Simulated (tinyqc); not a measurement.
Permittivity and interlayer from two capacitances.

Inverse problem. A two-layer stack has Cox = eps0/(t1/e1 + t2/e2) and EOT = 3.9 eps0/Cox. Find e2, the EOT of layer 1 and, with e1 given, t1.

Values chosen for this exercise: relative permittivity of layer 1 e1 = 9.15.

Constants: eps0 = 8.8541878128e-14 F/cm where lengths are in cm. Results are converted to the units shown.

Cox at t2 = 2.3 and 8.8 nm (uF/cm^2): [5.2046956, 1.9017798]

Answer. EOT is linear in t2 with slope 3.9/e2, and its intercept is the EOT of layer 1.

e2 = 22.00
EOT of layer 1 = 0.2557 nm
t1 = 0.6000 nm

Program tinyqc, `OMP_NUM_THREADS=1 python tinyqc.py 2010055 2010056 out.jsonl`; Intel Xeon 2.30GHz, shared host, one thread, about 0.01 s.
